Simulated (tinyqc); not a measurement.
# Gate-all-around wire with two subbands, quantum capacitance: what changes with what

phi is the Fermi level above the lowest subband edge, in volts; Vg is counted from the gate voltage at which an empty wire would have phi = 0. Both directions of motion are filled (equilibrium).

Parameters, values chosen for the exercise: temperature T = 300 K; relative permittivity of the gate insulator (close to silicon dioxide) eox = 3.9; insulator thickness tox = 4.4 nm; mass along the wire md = 0.3 m0; valley degeneracy gv = 1; second subband above the first E2 = 0.22 eV; orbital degeneracy of the second subband g2 = 1; radius of the wire rw = 2.3 nm; gate voltage Vg = 0.39 V.

Constants: q = 1.602176634e-19 C, kB = 1.380649e-23 J/K, hbar = 1.054571817e-34 J s, m0 = 9.1093837015e-31 kg, Vt = kB T/q, eps0 = 8.8541878128e-14 F/cm where lengths are in cm. Results are converted to the units shown.

Each table varies one quantity; the others keep the values above.

## Effect of the gate voltage

N1 = gv sqrt(2 md m0 kB T/(pi hbar^2)); n1 = N1 F(phi/Vt), n2 = g2 N1 F((phi - E2)/Vt), n = n1 + n2, F(e) = (1/sqrt(pi)) int_0^infinity u^(-1/2) du/(1 + exp(u - e)); Cq = q dn/dphi = (q N1/Vt) [F'(phi/Vt) + g2 F'((phi - E2)/Vt)]. Cox = 2 pi eps0 eox/ln(1 + tox/rw) per length; Vg = phi + q n/Cox. 1/C_G = 1/Cox + 1/(Cq); dphi/dVg = Cox/(Cox + Cq).

The same in every row: Cox (pF/cm) = 2.029.

Effect of the gate voltage:
```
Vg (V)    phi (V)  n (cm^-1)  Cq (pF/cm)  C_G (pF/cm)  dphi/dVg  share of the second band (%)
-0.2      -0.2001       1108    0.006863     0.006839    0.9966                       0.02015
-0.04    -0.05909    2.418e5       1.400       0.8284    0.5918                       0.02157
0.11    -0.002976    1.431e6       5.775        1.502    0.2600                       0.03194
0.27      0.03427    2.986e6       7.020        1.574    0.2242                       0.06461
0.42      0.06962    4.438e6       6.005        1.517    0.2526                        0.1704
0.58       0.1136    5.907e6       4.837        1.430    0.2955                        0.6963
0.73       0.1584    7.240e6       5.039        1.447    0.2871                         3.047
0.89       0.1986    8.757e6       7.437        1.594    0.2144                         9.792
1.04       0.2273    1.029e7       9.524        1.673    0.1756                         17.73
1.2        0.2546    1.197e7       9.881        1.684    0.1704                         25.05
```

What does the comparison show?

As Vg goes from -0.2 to 1.2, Cq moves up and down between 0.00686 and 9.88 pF/cm, C_G/Cox moves up and down between 0.00337 and 0.830 and n rises from 1110 to 1.20e7 cm^-1. Cq is below Cox for Vg = -0.2, -0.04; there the density of states limits the response dn/dVg more than the insulator does. The peak of Cq mirrors the inverse-square-root peak of the density of states at a subband edge.

## Effect of the insulator thickness

Same model as above.

Results:
```
tox (nm)  phi (V)  n (cm^-1)  Cq (pF/cm)  Cox (pF/cm)  C_G (pF/cm)  dphi/dVg  share of the second band (%)
0.5        0.2343    1.072e7       9.797        11.03        5.188    0.5296                         19.74
1.6        0.1350    6.538e6       4.690        4.109        2.190    0.4669                         1.418
2.9       0.08646    5.039e6       5.455        2.660        1.788    0.3278                        0.2873
5.2       0.05446    3.844e6       6.531        1.836        1.433    0.2194                        0.1095
9.3       0.03410    2.979e6       7.022        1.341        1.126    0.1603                       0.06436
17        0.01991    2.356e6       6.956        1.020       0.8895    0.1279                       0.04700
30        0.01027    1.946e6       6.622       0.8212       0.7306    0.1103                       0.03919
```

Estimate the missing row, tox = 0.9 nm.

Computed row:
```
tox (nm)  phi (V)  n (cm^-1)  Cq (pF/cm)  Cox (pF/cm)  C_G (pF/cm)  dphi/dVg  share of the second band (%)
0.9        0.1879    8.289e6       6.586        6.570        3.289    0.4994                         7.395
```

With this row back in the table: As tox goes from 0.5 to 30, Cq moves up and down between 4.69 and 9.80 pF/cm, C_G/Cox rises from 0.470 to 0.890 and n falls from 1.07e7 to 1.95e6 cm^-1. Cq is below Cox for tox = 0.5; there the density of states limits the response dn/dVg more than the insulator does. With the insulator thinned by a factor of 60.0, the charge grows only by 5.51 while Cox grows by 13.4.

tinyqc, about 0.01 s, one thread, Intel Xeon 2.30GHz (shared host): `OMP_NUM_THREADS=1 python tinyqc.py 2200113 2200114 out.jsonl`
